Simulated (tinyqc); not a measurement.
Lorentz oscillators and the Kramers-Kronig relations, step by step. Values are carried at full precision from step to step, so a last printed digit may differ when a step is redone from the rounded ones.

eps(E) = 1 + sum_j S_j/(E0_j^2 - E^2 - i G_j E).

Constants: hbar c = 1973.269805 eV angstrom; hbar^2/2m0 = 3.80998211 eV angstrom^2; e^2/(4 pi eps0) = 14.39964547 eV angstrom.

Inputs chosen for the exercise (line positions loosely like those of SiO2; Lorentz tails absorb below the gap, where the real solid is clear; not measured data):
- E0 = (9.96, 12.2, 14.32) eV (resonances)
- G = (0.44, 1.49, 3.06) eV (widths)
- S = (25, 27, 88.8) eV^2 (strengths)
- E = 16.31 eV (photon energy)
- h = 0.5 eV (grid step)
- M = 40 (grid points E_j = j h)
- i = 6 (grid index at which eps1 is wanted)

## Dielectric function at one energy

Evaluate each oscillator and the sum.

terms: -0.1496+0.0064i  -0.2209+0.0458i  -0.8721+0.7141i

eps(E) = -0.2426+0.7664i
eps(0) = 1.8665

## Optical constants

n + i k = sqrt(eps1 + i eps2) with k >= 0; R = ((n - 1)^2 + k^2)/((n + 1)^2 + k^2) at normal incidence from vacuum; alpha = 2 E k/(hbar c), times 1e8 for 1/cm; loss function Im(-1/eps) = eps2/(eps1^2 + eps2^2).

Convert eps at the photon energy E into the optical constants.

n = 0.5297
k = 0.7234
R = 0.2600
alpha = 1.20e+06 1/cm
loss function = 1.1860
vacuum wavelength hc/E (hc = 1239.841984 eV nm) = 76.0 nm

The intensity falls to 1/e within 8.36 nm. eps1 is negative, so k exceeds n, as in a metal below its plasma energy; R is 0.26.

## Absorptive part on the grid

Tabulate eps2 at E_j = j h.

eps2(E_j), j = 1 .. M: 0.0047  0.0095  0.0145  0.0197  0.0253  0.0314  0.0381  0.0457  0.0545  0.0647  0.0768  0.0917  0.1105  0.1350  0.1690  0.2202  0.3091  0.5125  1.3599  5.8819  1.3337  1.0312  1.4043  2.1141  2.1766  1.9236  2.0258  2.2122  2.1249  1.7337  1.2863  0.9315  0.6827  0.5126  0.3950  0.3117  0.2512  0.2061  0.1718  0.1452

## eps1 at one grid point

Kramers-Kronig: eps1(E) = 1 + (2/pi) P integral_0^infinity E1 eps2(E1)/(E1^2 - E^2) dE1. Maclaurin rule on the grid E_j = j h, j = 1 .. M: eps1(E_i) = 1 + (4 h/pi) sum over j with j - i odd of E_j eps2(E_j)/(E_j^2 - E_i^2); nothing is added above E_M.

List the terms E_j eps2_j/(E_j^2 - E_i^2) for j - i odd, add them and form eps1.

terms in order of j (1/eV): -0.0003  -0.0032  -0.0230  0.0411  0.0218  0.0199  0.0216  0.0268  0.0415  0.1590  0.1383  0.1310  0.1848  0.1579  0.1531  0.0862  0.0428  0.0233  0.0139  0.0090

sum = 1.246 1/eV
eps1(E_i) = 1.793

The oscillator formula gives 1.922 at E_i = 3 eV. The rule samples every 2h = 1 eV against a narrowest width of 0.44 eV and stops at 20 eV; coarse sampling and the missing tail make the difference.

## The f-sum on the grid

W(E_M) = (2/pi) h sum_j E_j eps2_j, with half weight on the last point; the full integral equals sum S_j = (hbar omega_p)^2, and the electron density follows from (hbar omega_p)^2 = 8 pi c (e^2/(4 pi eps0)) N with c = hbar^2/2m0.

W(E_M) = 127.54 eV^2
sum S = 140.80 eV^2
share reached on this grid (a step near the line widths can inflate it) = 0.906
hbar omega_p = 11.866 eV
N = 1.02e+23 1/cm^3

## Checks

- The value of eps1 at 16.317 eV from a fine, long grid (with the tail of eps2 ~ 1/E^3 added) against the oscillator formula: both -0.241.

(tinyqc, `OMP_NUM_THREADS=1 python tinyqc.py 1651191 1651192 out.jsonl`, Intel(R) Xeon(R) Processor @ 2.30GHz, 1 thread, shared host, about 0.2 s.)
